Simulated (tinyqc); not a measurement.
## Mobility and threshold from two currents

Problem. In the linear region I = mu Cox (W/L) [(Vgs - VT) Vds - m Vds^2/2], Cox = eps0 eox/tox. Find mu and VT.

Values chosen for this exercise: relative permittivity of the gate insulator eox = 8.58; insulator thickness tox = 5.5 nm; gate width W = 5 um; gate length L = 2 um.

Constants: eps0 = 8.8541878128e-14 F/cm where lengths are in cm. Results are converted to the units shown.

I at Vgs = 0.46 and 0.96 V, Vds = 0.05 V (uA): 10.435689  24.248222
m = 1.0474519

Answer. The slope dI/dVgs is mu Cox (W/L) Vds; the line meets zero current at VT + m Vds/2.

mu = 160 cm^2/(V s)
VT = 0.0561 V

Program tinyqc, `OMP_NUM_THREADS=1 python tinyqc.py 2360035 2360036 out.jsonl`; Intel Xeon 2.30GHz, shared host, one thread, about 0.04 s.
